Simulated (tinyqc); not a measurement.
X-ray reflectivity of a thin film on silicon: critical angles, Parratt recursion, fringes and roughness: one step, computed by the program tinyqc. Command: `OMP_NUM_THREADS=1 python tinyqc.py 3121503 3121504 out.jsonl xrr walk`. One thread of a shared host (Intel(R) Xeon(R) Processor @ 2.30GHz), about 0.01 s of CPU time with the checks.

n = 1 - delta + i beta; the classical electron radius is r_e = 2.8179403e-6 nm. Layer 0 is vacuum, 1 the film, 2 the substrate.

Question. Fringe period, contrast and decay. Far above the critical angle the period is d theta = lambda/(2 d), or 2 pi/d in q; the envelope runs between (|r_01| - |r_12 p|)^2 and (|r_01| + |r_12 p|)^2; contrast = 2 a b/(a^2 + b^2) with a = |r_01|, b = |r_12 p|; roughness factors on the amplitudes are about exp(-q^2 sigma^2/2).

Inputs (values chosen for the exercise, modelled on Si3N4 on silicon, copper K-alpha radiation):
```
quantity                              value  unit
wavelength lambda                   0.15406    nm
film thickness d                         11    nm
roughness of the surface sigma_1       0.39    nm
roughness of the interface sigma_2     0.32    nm
```

1000 r_01 = 3.137592-0.054142i

1000 r_12 = -0.7698307-0.0041705i

p = -0.6645161+0.7408968i

q = 4 pi sin(theta)/lambda = 2.519426 1/nm

Give: period in theta; period in q; contrast; roughness factor, surface; roughness factor, interface.

Answer.

period in theta = 0.4012 degrees

period in q = 0.5712 1/nm

contrast = 0.4608

roughness factor, surface = 0.6171

roughness factor, interface = 0.7225
